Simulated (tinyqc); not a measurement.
Inside a calculation. Model: carrier lifetime of an n-type layer with SRH, radiative, Auger and surface recombination.

tinyqc, about 0.01 s, one thread, Intel Xeon 2.30GHz (shared host): `OMP_NUM_THREADS=1 python tinyqc.py 2300054 2300055 out.jsonl` Printed values are rounded.

Uniform excess density dn = dp (no trapping), n = n0 + dn, p = p0 + dn, Boltzmann statistics, full ionisation. Surfaces enter as a rate 2 S dn/d, which holds while diffusion to them is fast.

Inputs (values chosen for the exercise); band and dielectric values close to those of silicon: temperature T = 300 K; band gap Eg = 1.1 eV; conduction-band density of states at T Nc = 2.85e19 cm^-3; valence-band density of states at T Nv = 2.62e19 cm^-3; radiative coefficient B = 4.73e-15 cm^3/s; donor density N = 1.3e15 cm^-3; Auger coefficient (two electrons) Cn = 4.5e-31 cm^6/s; Auger coefficient (two holes) Cp = 1.8e-31 cm^6/s; trap density Nt = 2.5e10 cm^-3; capture cross-section for electrons sn = 1e-15 cm^2; capture cross-section for holes sp = 3e-17 cm^2; thermal velocity (both carriers) vth = 2.1e7 cm/s; trap level below the conduction band Et = 0.76 eV; surface recombination velocity (both faces) S = 1000 cm/s; sample thickness d = 300 um; generation rate G = 2.1e19 cm^-3 s^-1.

Constants: q = 1.602176634e-19 C, kB = 1.380649e-23 J/K, Vt = kB T/q. Results are converted to the units shown.

Range of the model: S d exceeds 2.5 cm^2/s, comparable with a diffusion coefficient, so 2 S/d overstates the surface loss.

## Equilibrium densities and SRH constants

ni = sqrt(Nc Nv) exp(-Eg/(2 Vt)), Eg in volts; majority density N/2 + sqrt(N^2/4 + ni^2), n0 p0 = ni^2; n1 = Nc exp(-Et/Vt), p1 = Nv exp((Et - Eg)/Vt); tn0 = 1/(sn vth Nt), tp0 = 1/(sp vth Nt).

ni = 1.57391e10 cm^-3
n0 = 1.30000e15 cm^-3
p0 = 1.90553e5 cm^-3
n1 = 4.86863e6 cm^-3
p1 = 5.08807e13 cm^-3
tn0 = 0.00190476 s
tp0 = 0.0634921 s

## Starting value

dn = 2e13 cm^-3.

dn at the start = 2e13 cm^-3

## Iteration 1: new dn

With e = n p - ni^2 = dn (n0 + p0 + dn): U_SRH = e/(tp0 (n + n1) + tn0 (p + p1)), U_rad = B e, U_Aug = (Cn n + Cp p) e, U_s = 2 S dn/d. Substitution: tau = dn/U with U the sum, dn(new) = G tau.

U_SRH = 3.14493e14 cm^-3 s^-1
U_rad = 1.24872e14 cm^-3 s^-1
U_Aug = 1.57766e13 cm^-3 s^-1
U_s = 1.33333e18 cm^-3 s^-1
tau = 1.49949e-5 s
dn after iteration 1 = 3.14893e14 cm^-3

## Iteration 2: new dn

As before.

U_SRH = 4.92608e15 cm^-3 s^-1
U_rad = 2.40529e15 cm^-3 s^-1
U_Aug = 3.98364e14 cm^-3 s^-1
U_s = 2.09928e19 cm^-3 s^-1
tau = 1.49945e-5 s
dn after iteration 2 = 3.14884e14 cm^-3

## Iteration 3: new dn

As before.

U_SRH = 4.92595e15 cm^-3 s^-1
U_rad = 2.40521e15 cm^-3 s^-1
U_Aug = 3.98348e14 cm^-3 s^-1
U_s = 2.09923e19 cm^-3 s^-1
tau = 1.49945e-5 s
dn after iteration 3 = 3.14884e14 cm^-3

## Course of the iteration

Stop when the step is below 1e-10 of the value, or after 40 iterations.

Course of the iteration:

| iteration | dn before the step (cm^-3) | step (cm^-3) |
|---|---|---|
| 1 | 2e13 | 2.95e14 |
| 2 | 3.14893e14 | -8.45e9 |
| 3 | 3.14884e14 | 2.52e5 |
| 4 | 3.14884e14 | < 1e2 |

Converged in 4 iterations. At the solution d ln U/d ln dn = 1.00, so the logarithmic slope of the map is 1 - 1.00 = 0.00; its size is below 1, so substitution contracts.

## Lifetime, shares and quasi-Fermi splitting

converged dn = 3.14884e14 cm^-3

With e = n p - ni^2 = dn (n0 + p0 + dn): U_SRH = e/(tp0 (n + n1) + tn0 (p + p1)), U_rad = B e, U_Aug = (Cn n + Cp p) e, U_s = 2 S dn/d. tau = dn/U, shares of U, splitting Vt ln(n p/ni^2), radiative efficiency U_rad/U.

tau = 1.49945e-5 s
shares (%): SRH 0.0235, radiative 0.0115, Auger 0.0019, surface 99.9632
quasi-Fermi splitting = 0.554330 V

Surface recombination takes the largest share. dn is 0.24 times the doping: intermediate injection.
